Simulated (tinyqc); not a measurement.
Random telegraph noise from one oxide trap in a small MOSFET: one step of the calculation.

An acceptor-like trap exchanges electrons with the channel. Inversion charge Q = Cox u, u = n Vt W0(exp((Vg - VT)/(n Vt))), W0 the Lambert function, n = nf, Cox = eps0 eox/tox; linear regime Id = (W/L) mu Q Vd. Relative to threshold the surface potential rises by Vt ln(u/u0) and the oxide voltage by the rest of Vg - VT, with u0 = n Vt W0(1).

Question. Trap level, time constants and occupancy. N = Cox u/q; dpsi = Vt ln(u/u0); E = E0 - dpsi - (xt/tox)(Vg - VT - dpsi); capture time tc = 1/[(N/zi) vth s0 exp(-xt/lt - EB/Vt)]; emission time te = tc exp(-E/Vt); occupancy te/(tc + te).

Parameters, values chosen for the exercise; values of the order met in silicon transistors:
```
symbol  value  unit                                                                 meaning
T         350     K                                                             temperature
eox       3.9        relative permittivity of the gate insulator (close to silicon dioxide)
tox       1.5    nm                                                     insulator thickness
xt       0.57    nm                            depth of the trap from the channel interface
E0       0.01    eV                   trap level above the channel Fermi level at threshold
s0      5e-15  cm^2                                                       capture prefactor
EB       0.27    eV                                    capture barrier (lattice relaxation)
lt        0.2    nm                                                 tunnelling decay length
vth     1.7e7  cm/s                                                        thermal velocity
zi        1.6    nm                                        thickness of the inversion layer
VT       0.44     V                                                       threshold voltage
nf       1.19                                                                   body factor
Vg       0.52     V                                                            gate voltage
```

Constants: q = 1.602176634e-19 C, kB = 1.380649e-23 J/K, Vt = kB T/q, eps0 = 8.8541878128e-14 F/cm where lengths are in cm. Results are converted to the units shown.

Find: u; N; dpsi; E; tc; te; occupancy.

Answer.

u = 0.060977 V
N = 8.7615e11 cm^-2
dpsi = 0.033091 V
E = -0.040916 eV
tc = 2.8687e-7 s
te = 1.1139e-6 s
occupancy = 0.79521

The trap lies 1.4 Vt below the Fermi level, so it is filled most of the time.

Range of the model: VT is taken as given; short-channel effects and the uneven flow of current among few electrons are left out.

Computed by the program tinyqc: `OMP_NUM_THREADS=1 python tinyqc.py 2710069 2710070 out.jsonl`, one thread of a shared Intel Xeon 2.30GHz, about 0.01 s for the whole run.
